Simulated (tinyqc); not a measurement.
Inside a calculation. Method: RKS/BLYP in the 6-31g basis, for He, spin multiplicity 1. One step of it, computed by the program tinyqc.

Question. Iteration 2: building the Kohn-Sham matrix. J_ij = sum D_kl (ij|kl); F = H + J + V_xc; E = tr D H + tr D J / 2 + E_xc + E_nn.

D after iteration 1, order 1He 1s, 1He 2s:
```
[[0.538440, 0.609102],
 [0.609102, 0.689039]]
```

core Hamiltonian H = T + V (hartree), order 1He 1s, 1He 2s:
```
[[-1.879626, -1.546409],
 [-1.546409, -1.295190]]
```

Two-electron integrals (ij|kl) in chemists' order, unique and non-zero (hartree):
```
(11|11) 1.543936   (21|11) 0.785447   (21|21) 0.427025   (22|11) 0.803952
(22|21) 0.476190   (22|22) 0.615938
```

nuclear repulsion = 0 hartree

V_xc (hartree), order 1He 1s, 1He 2s:
```
[[-0.869469, -0.425787],
 [-0.425787, -0.403662]]
```

E_xc = sum of w rho eps_xc = -0.99169823 hartree

Give: Coulomb J; Kohn-Sham matrix F; total energy of this density.

Answer.

Coulomb J (hartree), order 1He 1s, 1He 2s:
```
[[2.3421, 1.2712],
 [1.2712, 1.4374]]
```

Kohn-Sham matrix F (hartree), order 1He 1s, 1He 2s:
```
[[-0.4070, -0.7010],
 [-0.7010, -0.2615]]
```

total energy of this density = -2.879984 hartree
